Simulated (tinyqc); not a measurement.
Microkinetic model of low-temperature epitaxy from hydride gases: adsorption, hydrogen desorption and rate control: one step, computed by the program tinyqc. Command: `OMP_NUM_THREADS=1 python tinyqc.py 3020122 3020123 out.jsonl hepi walk`. One thread of a shared host (Intel(R) Xeon(R) Processor @ 2.30GHz), about 0.01 s of CPU time with the checks.

Each hydride molecule needs two free sites and leaves four hydrogen atoms, of which two leave at once as H2; theta is the hydrogen coverage, the site density is 6.78 per nm^2 and one layer is 1.358 angstrom thick.

Problem. Coverage and growth rate. With k the hydride and k_H the hydrogen adsorption rate on free pairs and k_d the desorption rate, steady state: 2 (k + k_H)(1 - theta)^2 = k_d theta; growth rate R = k (1 - theta)^2 layers/s; 1 layer/s = 8.148 nm/min. With c = 2 (k + k_H)/k_d the free share is 1 - theta = 2/(1 + sqrt(1 + 4c)).

Inputs (values chosen for the exercise, close to those used for silane on Si(001)): temperature T = 790 C.

Film: silicon. Order of hydrogen desorption: first.

k = 1.245528 1/s

k_H = 5.053219 1/s

k_d = 213.7918 1/s

Give: c; hydrogen coverage theta; growth rate R in layers; growth rate G.

Solution.

c = 0.058924

hydrogen coverage theta = 0.052859

growth rate R in layers = 1.1173 layers/s

growth rate G = 9.1040 nm/min

The surface is mostly bare: the arrival of hydride limits growth.
